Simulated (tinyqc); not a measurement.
Raising U: Hubbard chain of 3 sites, mean field against exact. Computed by the program tinyqc. 

one-body matrix (hopping and site energies) (eV):
```
,1,2,3
1,0.5100,-0.8000,0.0000
2,-0.8000,0.2400,-0.8000
3,0.0000,-0.8000,-0.5700
```

electrons, up and down: 2  1

Collinear unrestricted mean field (the lowest of 40 random starts) against exact diagonalisation.

Exact and mean-field results (eV):
```
U,U/t,E exact,E mean field,mean |n_up - n_down|,"double occupancy, exact",first gap in the sector
0.4000,0.5000,-2.056511,-2.050944,0.3333,0.2295,1.1587
0.8000,1.0000,-1.796045,-1.770846,0.3333,0.2042,1.0913
1.6000,2.0000,-1.369411,-1.261596,0.4664,0.1519,0.9259
2.4000,3.0000,-1.059336,-0.867389,0.6829,0.1086,0.7718
3.2000,4.0000,-0.837584,-0.617199,0.8205,0.0781,0.6483
4.8000,6.0000,-0.556100,-0.353557,0.9228,0.0436,0.4793
6.4000,8.0000,-0.391062,-0.220244,0.9573,0.0270,0.3754
9.6000,12.0000,-0.210929,-0.086770,0.9813,0.0130,0.2589
16.0000,20.0000,-0.057979,0.019974,0.9933,0.0049,0.1583
```

In absolute terms mean field is worst at U/t = 4.0, 0.220 eV too high: at small U it is nearly exact, and at large U it misses only exchange-scale energies. Relative to the exact energy its error is 0.3 % at the smallest U, 134 % at most and 134 % at the largest. The double occupancy falls from 0.230 to 0.005.
